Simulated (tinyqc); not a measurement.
One-electron ion in a basis of Gaussians, step by step. Computed by tinyqc, a small Python program that keeps every step. Settings: Z = 1, l = 1. Command: `OMP_NUM_THREADS=1 python tinyqc.py 31290 31291 out.jsonl` (the two numbers bound the seeds that draw the settings). One thread of a shared host (Intel(R) Xeon(R) Processor @ 2.60GHz), about 0.01 s of CPU time with the checks.

## Matrices over normalised Gaussians

exponents of r^l exp(-a r^2) (1/bohr^2): [0.0083, 0.0127, 0.0193, 0.0295]

Z = 1

l = 1

With p = a_i + a_j and I(k) = Gamma((k+1)/2) / (2 p^((k+1)/2)): S = I(2l+2), T = (2l+3) a_i a_j S / p, V = -Z I(2l+1), each divided by sqrt(S_ii S_jj).

S:
```
[[1.0000, 0.9461, 0.8051, 0.6241],
 [0.9461, 1.0000, 0.9462, 0.8053],
 [0.8051, 0.9462, 1.0000, 0.9462],
 [0.6241, 0.8053, 0.9462, 1.0000]]
```

T (hartree):
```
[[0.0208, 0.0237, 0.0234, 0.0202],
 [0.0237, 0.0317, 0.0362, 0.0357],
 [0.0234, 0.0362, 0.0483, 0.0552],
 [0.0202, 0.0357, 0.0552, 0.0737]]
```

V (hartree):
```
[[-0.0969, -0.1031, -0.1007, -0.0913],
 [-0.1031, -0.1197, -0.1273, -0.1244],
 [-0.1007, -0.1273, -0.1479, -0.1573],
 [-0.0913, -0.1244, -0.1573, -0.1827]]
```

## Generalised eigenproblem

H = T + V (hartree):
```
[[-0.0762, -0.0793, -0.0773, -0.0710],
 [-0.0793, -0.0881, -0.0911, -0.0887],
 [-0.0773, -0.0911, -0.0996, -0.1020],
 [-0.0710, -0.0887, -0.1020, -0.1090]]
```

Solve H C = S C e through S^(-1/2); each column has its largest component positive (the first on a tie).

eigenvalues of S: [0.0008, 0.0264, 0.4289, 3.5439]

eigenvalues (hartree): [-0.1126, -0.0511, -0.0140, 0.0368]

coefficients:
```
[[0.8090, -2.8334, -5.2155, 6.9527],
 [-2.7290, 3.9406, 8.9333, -20.5393],
 [3.2141, -3.6703, -3.2935, 22.1531],
 [-2.3360, 2.0842, -0.7817, -8.6093]]
```

For Z = 1 and l = 1 the exact lowest level is -Z^2/(2 n^2) with n = l + 1: -0.125000 hartree. The basis is nearly linearly dependent, so rounded matrices do not reproduce these digits.
